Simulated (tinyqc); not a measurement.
## Potential step from the flux

Problem. On one interval J = (q mu Vt/hx) [nb B(d) - na B(-d)], B(d) = d/(exp(d) - 1), d = (psi_b - psi_a)/Vt. Find psi_b - psi_a, and the step at which J would vanish.

Inputs (values chosen for the exercise): temperature T = 300 K; electron mobility mu = 1390 cm^2/(V s); density at the left node na = 1.6e13 cm^-3; density at the right node nb = 2.6e14 cm^-3; node spacing hx = 190 nm.

Constants: q = 1.602176634e-19 C, kB = 1.380649e-23 J/K, Vt = kB T/q. Results are converted to the units shown.

J = 238.33881 A/cm^2

Solution. B(d) falls and B(-d) rises with d, so J falls steadily with the step and one value matches. J = 0 needs nb/na = exp(d), the Boltzmann ratio.

psi_b - psi_a = -0.07400 V
step for J = 0 = 0.07208 V

tinyqc, about 0.01 s, one thread, Intel Xeon 2.30GHz (shared host): `OMP_NUM_THREADS=1 python tinyqc.py 2220007 2220008 out.jsonl`
